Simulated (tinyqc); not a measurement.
# Energy and delay of logic against supply voltage: effects of single changes

One expression serves below and above threshold: I(Vg) = Ik [ln(1 + exp((Vg - VT + dd V)/(al nf Vt)))]^al, with I_on = I(V) and I_off = I(0). Gate delay td = kd C V/I_on, clock period LD td. Per gate and cycle the switching energy is act C V^2 and the leakage energy I_off V LD td. No short-circuit current, no variation. Minima are sought above 0.09 V; below a few Vt gates no longer switch and the model has no meaning.

Inputs (values chosen for the exercise); values of the order met in logic technologies: temperature T = 330 K; threshold voltage at zero drain bias VT = 0.27 V; slope factor nf = 1.28; barrier lowering per volt of supply dd = 0.03; specific current of a gate Ik = 2.8 uA; exponent of the current law al = 1.62; load capacitance of a gate C = 1.2 fF; delay factor kd = 1; logic depth LD = 12; activity factor act = 0.02.

Constants: q = 1.602176634e-19 C, kB = 1.380649e-23 J/K, Vt = kB T/q. Results are converted to the units shown.

Each table varies one quantity; the others keep the values above.

## Energy and delay against supply voltage

EDP = energy times td.

Energy and delay against supply voltage:

| V (V) | I_on (uA) | I_off (nA) | td (ps) | switching (aJ) | leakage (aJ) | energy (aJ) | EDP (fJ ps) |
|---|---|---|---|---|---|---|---|
| 0.15 | 0.10524 | 1.8859 | 1710.4 | 0.54000 | 5.8062 | 6.3462 | 10.855 |
| 0.27 | 1.8111 | 2.0808 | 178.90 | 1.7496 | 1.2061 | 2.9557 | 0.52877 |
| 0.39 | 11.063 | 2.2957 | 42.305 | 3.6504 | 0.45453 | 4.1049 | 0.17366 |
| 0.5 | 28.304 | 2.5122 | 21.198 | 6.0000 | 0.31952 | 6.3195 | 0.13396 |
| 0.62 | 54.551 | 2.7715 | 13.639 | 9.2256 | 0.28122 | 9.5068 | 0.12966 |
| 0.73 | 84.175 | 3.0325 | 10.407 | 12.790 | 0.27646 | 13.066 | 0.13598 |
| 0.85 | 121.84 | 3.3452 | 8.3716 | 17.340 | 0.28565 | 17.626 | 0.14755 |
| 0.97 | 164.62 | 3.6901 | 7.0708 | 22.582 | 0.30371 | 22.885 | 0.16182 |
| 1.08 | 208.02 | 4.0371 | 6.2301 | 27.994 | 0.32597 | 28.320 | 0.17644 |
| 1.2 | 259.67 | 4.4528 | 5.5454 | 34.560 | 0.35558 | 34.916 | 0.19362 |

What does the comparison show, and why?

td falls from 1710 to 5.55 ps; the energy goes from 6.35 through a minimum of 2.96 (at V = 0.27 V among the rows listed) to 34.9 aJ and the EDP goes from 10.9 through a minimum of 0.130 (at V = 0.62 V among the rows listed) to 0.194 fJ ps. The exact minima lie at V = 0.274 V for the energy and 0.586 V for the EDP. Going from 1.2 V to the energy minimum saves a factor of 11.8 in energy and costs a factor of 30.4 in delay. Below the minimum the leakage energy rises faster than the switching energy falls, because the clock period grows so steeply.

## Optimum supplies against the activity factor

Same model as above.

V_min minimises the energy and V_EDP the product of energy and td.

Results:

| act | V_min (V) | energy at V_min (aJ) | leakage share (%) | clock at V_min (MHz) | V_EDP (V) | clock at V_EDP (GHz) |
|---|---|---|---|---|---|---|
| 0.002 | 0.4022 | 0.8172 | 52.48 | 2175 | 0.6924 | 7.372 |
| 0.005 | 0.3471 | 1.311 | 44.86 | 1308 | 0.6315 | 6.314 |
| 0.01 | 0.3093 | 1.948 | 41.08 | 830.5 | 0.6034 | 5.814 |
| 0.02 | 0.2737 | 2.954 | 39.15 | 493.9 | 0.5863 | 5.508 |
| 0.05 | 0.2277 | 5.160 | 39.74 | 223.1 | 0.5746 | 5.296 |
| 0.2 | 0.1497 | 11.21 | 51.97 | 48.48 | 0.5682 | 5.180 |

Estimate the missing row, act = 0.1.

Computed row:

| act | V_min (V) | energy at V_min (aJ) | leakage share (%) | clock at V_min (MHz) | V_EDP (V) | clock at V_EDP (GHz) |
|---|---|---|---|---|---|---|
| 0.1 | 0.1915 | 7.756 | 43.24 | 111.4 | 0.5704 | 5.220 |

With this row back in the table: As act goes from 0.002 to 0.2, V_min falls from 0.402 to 0.150 V, the energy there rises from 0.817 to 11.2 aJ, the clock there falls from 2170 to 48.5 MHz and V_EDP falls from 0.692 to 0.568 V. act and LD enter V_min only through the ratio act/LD.

Computed by the program tinyqc: `OMP_NUM_THREADS=1 python tinyqc.py 2082163 2082164 out.jsonl`, one thread of a shared Intel Xeon 2.30GHz, about 0.01 s for the whole run.
